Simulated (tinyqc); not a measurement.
CIS and TDHF on RHF in the sto-6g basis, for H2, spin multiplicity 1, step by step. One step of it, computed by the program tinyqc.

Task: CIS matrix, singlets. A(ia,jb) = (e_a - e_i) d_ij d_ab + 2 (ia|jb) - (ij|ab).

orbital energies (hartree): MO1 -0.462416, MO2 0.399706

Two-electron integrals over orbitals (pq|rs), unique and non-zero (hartree):
```
(11|11) 0.611965   (21|21) 0.202508   (22|11) 0.609870   (22|22) 0.640207
```

Give: CIS matrix A, singlet.

Result:

CIS matrix A, singlet (hartree), order 1>2:
$$\begin{pmatrix}
0.657
\end{pmatrix}$$
